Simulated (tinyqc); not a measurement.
# Electron mobility in a silicon inversion layer, empirical terms and Matthiessen rule: what changes with what

Inversion layer of sheet density Ns on a uniformly doped body. The mobility terms are empirical power laws with prefactors chosen for the exercise; adding their inverses (Matthiessen) is itself an approximation.

Inputs (values chosen for the exercise); material values close to those of silicon: temperature T = 293 K; band gap Eg = 1.11 eV; relative permittivity of the semiconductor eps_r = 11.7; conduction-band density of states at T Nc = 2.68e19 cm^-3; valence-band density of states at T Nv = 2.61e19 cm^-3; body doping Nb = 2.8e17 cm^-3; reverse body bias Vsb = 0.6 V; weight of the inversion charge in the effective field eta = 0.5; phonon-limited mobility at 1 MV/cm and 300 K Ap = 384 cm^2/(V s); roughness-limited mobility at 1 MV/cm As = 756 cm^2/(V s); exponent of the roughness term gs = 2; Coulomb prefactor Ac = 2900 cm^2/(V s); charge at the interface Nit = 2.8e11 cm^-2; inversion density Ns = 6.6e12 cm^-2.

Constants: q = 1.602176634e-19 C, kB = 1.380649e-23 J/K, Vt = kB T/q, eps0 = 8.8541878128e-14 F/cm where lengths are in cm. Results are converted to the units shown.

Each table varies one quantity; the others keep the values above.

## Universality: two dopings at the same effective field

ni = sqrt(Nc Nv) exp(-Eg/(2 Vt)), Eg in volts; Ndep = sqrt(2 eps0 eps_r Nb (2 Vt ln(Nb/ni) + Vsb)/q); E = q (Ndep + eta Ns)/(eps0 eps_r), in MV/cm. With t = T/(300 K): muC = Ac (Ns/1e12 cm^-2) t/(Nb/1e17 cm^-3 + Nit/1e11 cm^-2), muP = Ap E^(-1/3) t^(-1.75), muS = As E^(-gs); 1/mu is the sum of the inverses. For each E, Ns is chosen to give that field on bodies with Nb = 4e16 and 2.8e17 cm^-3; the last column leaves out muC.

Result of one run:
```
E (MV/cm)	Ns, light body (cm^-2)	mu, light (cm^2/(V s))	Ns, heavy body (cm^-2)	mu, heavy (cm^2/(V s))	without muC (cm^2/(V s))
0.964	1.078e13	263.0	7.836e12	253.2	270.4
```

What becomes of these results when the effective field E is changed from 0.964 to 1.16 MV/cm, all else the same?

Result of the changed run:
```
E (MV/cm)	Ns, light body (cm^-2)	mu, light (cm^2/(V s))	Ns, heavy body (cm^-2)	mu, heavy (cm^2/(V s))	without muC (cm^2/(V s))
1.16	1.331e13	222.7	1.037e13	217.6	227.0
```

The whole series:
```
E (MV/cm)	Ns, light body (cm^-2)	mu, light (cm^2/(V s))	Ns, heavy body (cm^-2)	mu, heavy (cm^2/(V s))	without muC (cm^2/(V s))
0.38	3.223e12	425.3	2.837e11	111.5	499.8
0.457	4.219e12	405.1	1.279e12	266.9	454.3
0.551	5.434e12	376.2	2.495e12	308.4	408.1
0.664	6.896e12	341.6	3.956e12	306.5	361.9
0.8	8.654e12	303.3	5.715e12	284.7	315.8
0.964	1.078e13	263.0	7.836e12	253.2	270.4
1.16	1.331e13	222.7	1.037e13	217.6	227.0
1.4	1.641e13	183.3	1.347e13	180.7	185.6
```

The heavily doped body has 0.262 of the mobility of the light one in the first row and 0.986 in the last; there they lie 2.7 % below and 1.3 % below the curve without Coulomb scattering, which depends on E alone. The heavy body leaves that curve at low E because its field comes mostly from depletion charge and few carriers screen.

## Effect of the inversion density

Same model as above.

Effect of the inversion density:
```
Ns (cm^-2)	E (MV/cm)	muC (cm^2/(V s))	muP (cm^2/(V s))	muS (cm^2/(V s))	mu (cm^2/(V s))
2e11	0.3735	101.2	555.7	5418	84.25
3.6e11	0.3859	182.1	549.7	5077	133.2
6.3e11	0.4068	318.6	540.1	4569	192.0
1.1e12	0.4431	556.4	524.9	3850	252.4
2e12	0.5127	1012	500.0	2876	299.7
3.6e12	0.6365	1821	465.3	1866	309.2
6.3e12	0.8452	3186	423.3	1058	276.1
1.1e13	1.209	5564	375.7	517.5	209.5
2e13	1.905	1.012e4	322.9	208.4	125.1
```

As Ns goes from 2e11 to 2e13 cm^-2, E rises from 0.374 to 1.90 MV/cm and mu goes from 84.2 through a maximum of 309 (at Ns = 3.6e12 cm^-2 among the rows listed) to 125 cm^2/(V s). The smallest term is the Coulomb one in the first row and the roughness one in the last. Screening lifts the Coulomb term as Ns grows while the field presses the carriers to the interface, hence the maximum. At Ns = 2e13 cm^-2 E passes 1.5 MV/cm, beyond the usual range of such laws.

## Effect of the reverse body bias

Same model as above.

The same in every row: muC (cm^2/(V s)) = 3338.

Effect of the reverse body bias:
```
Vsb (V)	E (MV/cm)	muP (cm^2/(V s))	muS (cm^2/(V s))	mu (cm^2/(V s))
0	0.7865	433.6	1222	292.0
0.4	0.8434	423.6	1063	277.7
0.8	0.8919	415.8	950.4	266.2
1.2	0.9348	409.3	865.1	256.5
1.6	0.9739	403.7	797.1	248.1
2	1.010	398.9	741.3	240.7
2.4	1.043	394.6	694.4	234.0
```

What does the comparison show?

As Vsb goes from 0 to 2.4 V, E rises from 0.786 to 1.04 MV/cm and mu falls from 292 to 234 cm^2/(V s). The phonon term is the smallest in the first and the last row.

Program tinyqc, `OMP_NUM_THREADS=1 python tinyqc.py 2510097 2510098 out.jsonl`; Intel Xeon 2.30GHz, shared host, one thread, about 0.01 s.
